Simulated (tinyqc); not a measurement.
Input admittance of a MOSFET at zero drain bias: distributed channel and distributed gate: one step of the calculation.

Source and drain grounded, strong inversion, w = 2 pi f, Cox = eps0 eox/tox. The channel is an RC line of resistance 1/(mu Cox Vo) per square fed from both ends, so one finger has the intrinsic admittance y = i w Cox L tanh(g)/g per width, g = (1/2) sqrt(i w tau), tau = L^2/(mu Vo). The vertical resistance rv/L is in series with y, the overlaps 2 i w Cov in parallel: y_t = 1/(1/y + rv/L) + 2 i w Cov. The gate strip is a line of Rsh/L per length loaded by y_t, so a finger has Y = y_t Wf tanh(k)/k, k = (Wf/sd) sqrt(y_t Rsh/L); the device has Nf Y.

Problem. Admittance of the channel and stack per width. tau, g, c = Cox L, y and y_t as defined.

Values chosen for this exercise; values of the order met in silicon radio-frequency transistors: relative permittivity of the gate insulator (close to silicon dioxide) eox = 3.9; insulator thickness tox = 3.5 nm; channel length L = 1.4 um; channel mobility mu = 100 cm^2/(V s); gate overdrive Vo = 0.47 V; vertical resistivity of the gate stack rv = 0 ohm um^2; overlap and fringe capacitance on each side Cov = 0.39 fF/um; frequency f = 0.49 GHz.

Constants: eps0 = 8.8541878128e-14 F/cm where lengths are in cm. Results are converted to the units shown.

Give: tau; g; c; y; y_t.

Solution.

tau = 417.02 ps
g = 0.40061+0.40061i
c = 13.813 fF/um
y = 4.475+41.951i uS/um
y_t = 4.475+44.352i uS/um

w tau = 1.28, and Im y is 0.986 of w c.

Program tinyqc, `OMP_NUM_THREADS=1 python tinyqc.py 2262094 2262095 out.jsonl`; Intel Xeon 2.30GHz, shared host, one thread, about 0.01 s.
